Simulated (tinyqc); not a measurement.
Nudged elastic band on a two-dimensional model surface: one step, computed by the program tinyqc.

V(x, y) = -A (cos kx + cos ky) - B cos kx cos ky + (C sin ky + S sin kx)(1 - cos kx), k = 2 pi/a; the atom hops from the minimum at (0, 0) to that at (a, 0).

Task: Iteration 2. Tangent at image i: towards the higher neighbour if the energies rise or fall through i; at a maximum or minimum, tau = t+ dmax + t- dmin if V(i+1) > V(i-1), else t+ dmin + t- dmax, with t+ = R(i+1) - R(i), t- = R(i) - R(i-1) and dmax, dmin the larger and smaller of |V(i+1) - V(i)| and |V(i-1) - V(i)|; then normalise. Force F = -grad V + (grad V.tau) tau + k_s (|t+| - |t-|) tau. With a climbing image, the highest image feels instead F = -grad V + 2 (grad V.tau) tau and no spring. Update R(new) = R + eta F; the end points stay fixed.

Inputs (values chosen for the exercise, for a model surface): amplitude A = 0.16 eV; amplitude B = -0.014 eV; skew C = 0.036 eV; asymmetry S = -0.02 eV; period a = 3.6 angstrom; spring constant k_s = 0.25 eV/angstrom^2; step factor eta = 1 angstrom^2/eV.

Surface: adatom on a square lattice. Climbing image: on.

images after iteration 1 (angstrom), rows image 1, image 2, image 3, columns x, y:
```
[[0.900000, -0.062832],
 [1.869813, -0.125664],
 [2.700000, -0.062832]]
```

positions (angstrom), rows start, end, saddle, columns x, y:
```
[[0.000000, 0.000000],
 [3.600000, 0.000000],
 [1.957783, -0.221577]]
```

Give: unit tangents; forces; images after iteration 2.

Result:

unit tangents, rows image 1, image 2, image 3, columns x, y:
```
[[0.9979, -0.0647],
 [1.0000, 0.0100],
 [0.9971, 0.0755]]
```

forces (eV/angstrom), rows image 1, image 2, image 3, columns x, y:
```
[[0.01443, -0.04664],
 [0.04026, -0.05537],
 [0.02137, -0.05169]]
```

images after iteration 2 (angstrom), rows image 1, image 2, image 3, columns x, y:
```
[[0.914, -0.109],
 [1.910, -0.181],
 [2.721, -0.115]]
```
